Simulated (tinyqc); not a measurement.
Worked calculation: sp3 tight binding, zinc-blende lattice. One step of it, computed by the program tinyqc.

Question. Bloch Hamiltonian at k. Slater-Koster rules over the four bonds with direction cosines (l, m, n): ss V_ss; s-px l V_sp; px-s -l V_sp; px-px l^2 V_pps + (1 - l^2) V_ppp; px-py l m (V_pps - V_ppp); each times exp(i k.d).

Parameters chosen for this model: zinc-blende lattice, anion at 0, cation at a/4 (1,1,1); V = eta hbar^2 / (m d^2), hbar^2/m = 7.619964 eV angstrom^2:
```
parameter          value      unit
a               3.900000  angstrom
d               1.688750  angstrom
Es anion      -14.070000        eV
Ep anion       -6.990000        eV
Es cation      -8.830000        eV
Ep cation      -4.250000        eV
eta ss         -1.400000
eta sp          1.840000
eta pp sigma    3.240000
eta pp pi      -0.810000
V ss           -3.740679        eV
V sp            4.916321        eV
V pp sigma      8.657001        eV
V pp pi        -2.164250        eV
```

k point k (2 pi / a): 0.760000  0.400000  -0.610000

Give: H(k) at k.

Answer.

H(k) at k (eV):
```
                a s           a px           a py          a pz
a s         -14.070          0.000          0.000         0.000
a px          0.000         -6.990          0.000         0.000
a py          0.000          0.000         -6.990         0.000
a pz          0.000          0.000          0.000        -6.990
c s   -2.562+6.690i  -2.010+4.911i  -6.987+1.413i  3.568-2.766i
c px   2.010-4.911i   0.988-2.581i  -4.534+3.516i  8.879-1.795i
c py   6.987-1.413i  -4.534+3.516i   0.988-2.581i  2.554-6.241i
c pz  -3.568+2.766i   8.879-1.795i   2.554-6.241i  0.988-2.581i

                c s           c px           c py           c pz
a s   -2.562-6.690i   2.010+4.911i   6.987+1.413i  -3.568-2.766i
a px  -2.010-4.911i   0.988+2.581i  -4.534-3.516i   8.879+1.795i
a py  -6.987-1.413i  -4.534-3.516i   0.988+2.581i   2.554+6.241i
a pz   3.568+2.766i   8.879+1.795i   2.554+6.241i   0.988+2.581i
c s          -8.830          0.000          0.000          0.000
c px          0.000         -4.250          0.000          0.000
c py          0.000          0.000         -4.250          0.000
c pz          0.000          0.000          0.000         -4.250
```
